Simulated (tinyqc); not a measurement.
Capacitance measurement on a leaky thin oxide: effects of series resistance and leakage: one step of the calculation.

The device is a capacitance C in parallel with a leakage conductance G, in series with Rs and Ls. An impedance meter reports either a parallel pair (Cp, Gp) from Y = 1/Z = Gp + i w Cp or a series pair (Cs, Rm) from Z = Rm + 1/(i w Cs); w = 2 pi f, dissipation D = Gp/(w |Cp|).

Problem. True capacitance and conductance. EOT = 3.9 tox/eox; CET = EOT + zc + zp; C = 3.9 eps0 A/CET; G = Jg A/Vs.

Inputs (values chosen for the exercise); values of the order met in thin-oxide MOS capacitors:
```
symbol,value,unit,meaning
eox,3.9,,relative permittivity of the gate insulator (close to silicon dioxide)
tox,1.2,nm,insulator thickness
A,2500,um^2,gate area
zc,0.58,nm,oxide-equivalent thickness added by the accumulation layer
zp,0,nm,oxide-equivalent thickness added by gate depletion
Jg,0.00021,A/cm^2,"gate leakage current density, not matched to the thickness"
Vs,0.18,V,voltage for an e-fold rise of the leakage
```

Constants: eps0 = 8.8541878128e-14 F/cm where lengths are in cm. Results are converted to the units shown.

Wanted: EOT; CET; C; G.

Solution.

EOT = 1.2000 nm
CET = 1.7800 nm
C = 48.499 pF
G = 0.029167 uS

Numbers from tinyqc (`OMP_NUM_THREADS=1 python tinyqc.py 2022058 2022059 out.jsonl`; about 0.01 s on one thread of a shared Intel Xeon 2.30GHz).
